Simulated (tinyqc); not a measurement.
Free and trapped electrons in a MOS channel with a dense trap tail: two steps of the calculation.

p-type body, charge-sheet picture, full ionisation (an idealisation for deep acceptors), Boltzmann statistics for free electrons. e = Ec - EF at the surface. Acceptor-like traps of density D(E) = D0 + De exp(-E/Ew) at depth E below Ec, from 0 to Eu, hold n_t = integral of D(E)/(1 + exp((e - E)/Vt)). psi = Eg - Vt ln(Nv/Na) - e; N_dep = sqrt(2 eps0 eps_r Na (psi - Vt)/q); n_f = sqrt(N_dep^2 + 2 eps0 eps_r Vt Nc exp(-e/Vt)/q) - N_dep; Vg = Vfb + psi + q (N_dep + n_t + n_f)/Cox, Cox = eps0 eox/tox.

Inputs (values chosen for the exercise); band and dielectric values close to those of 4H silicon carbide: temperature T = 300 K; band gap Eg = 3.2 eV; relative permittivity eps_r = 9.78; conduction-band density of states at T Nc = 1.69e19 cm^-3; valence-band density of states at T Nv = 2.51e19 cm^-3; relative permittivity of the insulator eox = 3.9; insulator thickness tox = 58 nm; acceptor density Na = 3.4e16 cm^-3; flat-band voltage without trapped charge Vfb = -2.21 V; constant background density of acceptor-like traps D0 = 1e10 cm^-2 eV^-1; density of the tail at the conduction edge De = 4.8e12 cm^-2 eV^-1; decay energy of the tail Ew = 0.1 eV; depth below Ec down to which the traps reach Eu = 0.86 eV; mobility of free electrons mf = 62 cm^2/(V s); Ec - EF at the surface e = 0.117 eV.

Constants: q = 1.602176634e-19 C, kB = 1.380649e-23 J/K, Vt = kB T/q, eps0 = 8.8541878128e-14 F/cm where lengths are in cm. Results are converted to the units shown.

Problem 1. Trapped charge. Trapezoid rule on 15 equal steps from 0 to Eu, f = 1/(1 + exp((e - E)/Vt)).

Find: E; D(E) f; n_t.

Solution 1.

```
point,E (eV),D(E) f (cm^-2 eV^-1)
0,0,5.1518e10
1,0.057333,2.4565e11
2,0.11467,7.3285e11
3,0.17200,7.7695e11
4,0.22933,4.8813e11
5,0.28667,2.8266e11
6,0.34400,1.6389e11
7,0.40133,9.6749e10
8,0.45867,5.8896e10
9,0.51600,3.7560e10
10,0.57333,2.5534e10
11,0.63067,1.8756e10
12,0.68800,1.4935e10
13,0.74533,1.2782e10
14,0.80267,1.1568e10
15,0.86000,1.0884e10
```

n_t = 1.7189e11 cm^-2

Problem 2. Charges and gate voltage. psi, N_dep, n_f and Vg as defined, with the n_t given; free share n_f/(n_f + n_t); apparent mobility mf n_f/(n_f + n_t); gate voltage spent on traps q n_t/Cox.

n_t = 1.7189213e11 cm^-2

Find: psi; N_dep; n_f; Vg; free share; apparent mobility; gate voltage spent on traps.

Solution 2.

psi = 2.912 V
N_dep = 1.030e12 cm^-2
n_f = 2.453e10 cm^-2
Vg = 4.003 V
free share = 12.49 %
apparent mobility = 7.743 cm^2/(V s)
gate voltage spent on traps = 0.4626 V

Numbers from tinyqc (`OMP_NUM_THREADS=1 python tinyqc.py 2222112 2222113 out.jsonl`; about 0.02 s on one thread of a shared Intel Xeon 2.30GHz).
